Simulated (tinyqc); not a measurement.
Hall effect and magnetoresistance of several carrier groups with constant relaxation times: one step, computed by the program tinyqc.

Group 1 has charge -e and group 2 charge +e; s_i is that sign. B lies along z; mu B is formed with mu in m^2/(V s).

Problem. Conductivity of each group. sigma_xx = sum n_i e mu_i/(1 + mu_i^2 B^2); sigma_xy = sum s_i n_i e mu_i^2 B/(1 + mu_i^2 B^2).

Inputs (values chosen for the exercise, for a model conductor):
```
quantity            value        unit
density n1        1.1e+10      1/cm^2
mobility mu1        32000  cm^2/(V s)
density n2        1.1e+10      1/cm^2
mobility mu2         8500  cm^2/(V s)
magnetic field B     0.18           T
```

Carriers: compensated semimetal. Densities: per area (a thin layer).

Constants: e = 1.602176634e-19 C.

Give: Parts (S); sigma_xx; sigma_xy; sigma at B = 0.

Solution.

Parts (S):
```
group     mu B    sigma_xx     sigma_xy
group 1  0.576  4.2347e-05  -2.4392e-05
group 2  0.153  1.4638e-05   2.2396e-06
```

sigma_xx = 5.6985e-05 S

sigma_xy = -2.2152e-05 S

sigma at B = 0 = 7.1377e-05 S
